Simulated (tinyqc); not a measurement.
# Pelgrom slope, floor and doping from two device sizes

Question. s^2 = A^2/(L W) + s0^2, with s0 independent of size and A = (q/Cox) sqrt(Na Wd/3) from random dopants alone, Cox = 3.9 eps0/ti. Find A, s0 and Na.

Values chosen for this exercise: oxide-equivalent thickness in inversion ti = 1.9 nm.

Constants: q = 1.602176634e-19 C, eps0 = 8.8541878128e-14 F/cm where lengths are in cm. Results are converted to the units shown.

s for gate areas 0.012 and 0.11 um^2 (mV): [8.40091968, 4.99471122]
Wd = 49.4266246 nm

Solution. s^2 is linear in 1/area: slope A^2, intercept s0^2.

A = 0.7840 mV um
s0 = 4.400 mV
Na = 4.800e17 cm^-3

Program tinyqc, `OMP_NUM_THREADS=1 python tinyqc.py 2090074 2090075 out.jsonl`; Intel Xeon 2.30GHz, shared host, one thread, about 0.01 s.
